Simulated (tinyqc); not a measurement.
Exchange splitting: exchange-split free-electron bands and tunnelling magnetoresistance.

Majority and minority bands E = c k^2/m -/+ Dx/2, c = hbar^2/2m0, so k_up = sqrt(m (EF + Dx/2)/c), k_dn = sqrt(m (EF - Dx/2)/c); n_s = k_s^3/(6 pi^2), D_s = m k_s/(4 pi^2 c).

Barrier: kappa = sqrt(mb phi/c), c = hbar^2/2m0. With a = k1/m, b = k2/m, w = kappa/mb, the transmission at normal incidence is T(k1, k2) = 4 a b w^2/[w^2 (a + b)^2 + (w^2 + a^2)(w^2 + b^2) sinh^2(kappa d)]. Parallel: G_P = T(up, up) + T(dn, dn); antiparallel: G_AP = 2 T(up, dn); TMR = (G_P - G_AP)/G_AP. Julliere: TMR = 2 P^2/(1 - P^2). Slonczewski factor: P_eff = P_k (w^2 - a_up a_dn)/(w^2 + a_up a_dn), P_k = (k_up - k_dn)/(k_up + k_dn).

Constants: hbar^2/2m0 = 3.80998211 eV angstrom^2.

Inputs chosen for the exercise:
```
symbol  value  unit      meaning
EF      4.45   eV        Fermi energy above the mean band bottom
m       0.88   m0        mass in the electrodes
phi     1.73   eV        barrier height above EF
mb      0.78   m0        mass in the barrier
d       16.7   angstrom  barrier thickness
```

Dx takes the listed multiples of 2 EF.

Results:
```
Dx/(2 EF)    k_up    k_dn     P_k    P_eff  TMR (%)
0.10       1.0633  0.9618  0.0501  -0.0195     0.08
0.20       1.1106  0.9068  0.1010  -0.0385     0.30
0.35       1.1779  0.8174  0.1807  -0.0655     0.86
0.50       1.2417  0.7169  0.2679  -0.0878     1.55
0.65       1.3023  0.5998  0.3693  -0.0990     1.98
0.80       1.3602  0.4534  0.5000  -0.0777     1.21
0.90       1.3975  0.3206  0.6268   0.0019     0.00
0.97       1.4230  0.1756  0.7803   0.2238    10.54
```

P_k rises from 0.050 to 0.780, and TMR goes from 0.08 % to 10.5 %, not steadily: its largest value is 10.54 % at 0.97 and its smallest 0.00 % at 0.9; P_eff changes sign along the table. At Dx = 2 EF the minority band is empty (a half metal) and G_AP vanishes.

tinyqc: `OMP_NUM_THREADS=1 python tinyqc.py 1650638 1650639 out.jsonl`; about 0.01 s, one thread, shared Intel(R) Xeon(R) Processor @ 2.30GHz.
